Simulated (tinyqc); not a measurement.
Domain walls in a thin film with perpendicular anisotropy: Bloch, Neel and chiral walls, motion and stripe domains: one step, computed by the program tinyqc.

One-dimensional wall: polar angle theta(x), azimuth phi of the moment in the wall (phi = 0 Neel, 90 degrees Bloch). mu_0 = 1.25663706212e-6 T m/A, gamma = 1.76085963023e11 rad/(s T).

Task: Stripe domains. Dipolar length l = sigma/(mu_0 M_s^2); for t much smaller than the period the domain width is w = 0.955 t exp(pi l/t) (Kaplan and Gehring), given as log10 of w in nm.

Inputs (values chosen for the exercise, for a model film): saturation magnetisation M_s = 1300 kA/m; thickness t = 2.3 nm.

wall energy sigma = 3.676673 mJ/m^2

Give: dipolar length l; log10 of the domain width in nm.

Result:

dipolar length l = 1.731 nm

log10 of the domain width in nm = 1.369

Equilibrium domains are about 23 nm wide. Caution: the domains are not wide against the wall, so the thin-wall formula fails.
